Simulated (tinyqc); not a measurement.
Resistance of a tapered via with liner, size effect and interface: two steps of the calculation.

A round via whose diameter grows from db at the bottom as D(z) = db + 2 z/tan(ang). The fill, of diameter D - 2 tl, starts above the bottom liner (thickness fb tl) and has rho = rho0 (1 + ks lam/(D - 2 tl)); the sidewall liner conducts in parallel with it. The bottom liner and the interface are crossed over the full area pi db^2/4. Spreading in the lines above and below is left out.

Values chosen for this exercise; fill metal close to ruthenium: diameter at the bottom db = 22 nm; height hv = 47 nm; sidewall angle ang = 88 degrees; bulk resistivity of the fill rho0 = 7.79 uohm cm; mean free path of the fill lam = 6.46 nm; size-effect factor ks = 0.9; liner on the sidewall tl = 0.5 nm; liner at the bottom over that on the sidewall fb = 0.7; resistivity of the liner rl = 190 uohm cm; interface resistivity at the bottom ri = 4.4e-12 ohm cm^2; ballistic conductance per area, about 3/(4 rho0 lam) Sb = 1.5e15 S/m^2.

Task 1. Slices of the via. Slices between z0 = fb tl and hv, evaluated at their midpoints: conductance per length pi/4 [(D - 2 tl)^2/rho + (D^2 - (D - 2 tl)^2)/rl], slice resistance = slice height over that. 9 slices.

Wanted: z; D; rho; slice resistance.

Result 1.

z, slice 0 to 8 (nm): [2.9417, 8.1250, 13.308, 18.492, 23.675, 28.858, 34.042, 39.225, 44.408]
D, slice 0 to 8 (nm): [22.205, 22.567, 22.929, 23.291, 23.653, 24.016, 24.378, 24.740, 25.102]
rho, slice 0 to 8 (uohm cm): [9.9258, 9.8900, 9.8553, 9.8218, 9.7893, 9.7578, 9.7274, 9.6978, 9.6692]
slice resistance, slice 0 to 8 (ohm): [1.4495, 1.3963, 1.3460, 1.2983, 1.2531, 1.2102, 1.1694, 1.1307, 1.0938]

Task 2. Total resistance. R_fill = sum of the slices; R_bottom = rl fb tl/(pi db^2/4); R_interface = ri/(pi db^2/4); ballistic (Sharvin) limit 1/(Sb pi (db - 2 tl)^2/4); ideal cylinder rho0 hv/(pi db^2/4).

slice resistance, slice 0 to 8 (ohm): [1.4494590, 1.3962930, 1.3459739, 1.2983034, 1.2531001, 1.2101978, 1.1694441, 1.1306987, 1.0938326]

Give: parts; R; shares; ballistic limit; ideal cylinder.

Result 2.

parts (ohm): fill 11.35, bottom liner 1.749, interface 1.157
R = 14.25 ohm
shares (%): fill 79.61, bottom liner 12.27, interface 8.12
ballistic limit = 1.925 ohm
ideal cylinder = 9.632 ohm

The fill is the largest part, and R is 1.48 times the ideal cylinder. With 2000 slices R = 14.255 ohm.

Computed by the program tinyqc: `OMP_NUM_THREADS=1 python tinyqc.py 2750122 2750123 out.jsonl`, one thread of a shared Intel Xeon 2.30GHz, about 0.01 s for the whole run.
